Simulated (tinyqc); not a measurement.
The three schemes as the step is halved: finite-difference solution of the diffusion equation on a small grid. Computed by tinyqc, a small Python program. Command: `OMP_NUM_THREADS=1 python tinyqc.py 3006045 3006046 out.jsonl fdiff walk`. One thread of a shared host (Intel(R) Xeon(R) Processor @ 2.30GHz), about 0.01 s of CPU time with the checks.

dC/dt = D d2C/dx2 on nodes x_j = j dx, j = 0..9; the far end is sealed.

Inputs (values chosen for the exercise):
```
quantity         value    unit
diffusivity D       30  nm^2/s
grid spacing dx     50      nm
time step dt       270       s
final time t_f    2160       s
```

Boundary at x = 0: sealed surface. Scheme: Crank-Nicolson.

start values C_j, j = 0, 1, ... (% of a reference): 77.2  100  75.7  7.56  1.09  0  0  0  0  0

Method:
- The operator M acts as (M C)_j = C_(j-1) - 2 C_j + C_(j+1); at the sealed far end a mirror node gives 2 C_(N-2) - 2 C_(N-1); at j = 0, a mirror node gives 2 C_1 - 2 C_0.
- r = D dt/dx^2.
- The mode of M with eigenvalue mu has its amplitude multiplied per step by g = (1 + (1 - theta) r mu)/(1 - theta r mu), with theta = 0 explicit, 1 implicit, 1/2 Crank-Nicolson; the explicit scheme is stable for r up to 2/|mu_min|.
- With r = D dt/dx^2: (1 - theta r M) C(new) = (1 + (1 - theta) r M) C(old); theta = 0 explicit, 1 implicit, 1/2 Crank-Nicolson.
- Each run reaches t_f in n equal steps; errors are the largest difference from exp(M D t_f/dx^2) C(0). A dash marks unstable explicit runs.

largest stable r of the explicit scheme = 0.5

Largest error at t_f (%):
```
steps n        r  explicit  implicit  Crank-Nicolson
4        6.48000         -    2.5004      1.0091e+01
8        3.24000         -    1.2082      7.8686e-01
16       1.62000         -    0.5928      1.8974e-02
32       0.81000         -    0.2934      4.7381e-03
64       0.40500   0.14409    0.1459      1.1846e-03
128      0.20250   0.07228    0.0727      2.9614e-04
256      0.10125   0.03620    0.0363      7.4036e-05
```

What follows from these numbers?

From the last two rows, halving the step divides the error by 2.00 (explicit), 2.00 (implicit), 4.00 (Crank-Nicolson): a factor 2 marks first order in dt and 4 second order. The explicit scheme needs n of at least 52 to be stable; the other two are stable at any step.

Extremes, crossings and ranges named in words are read from the listed rows.
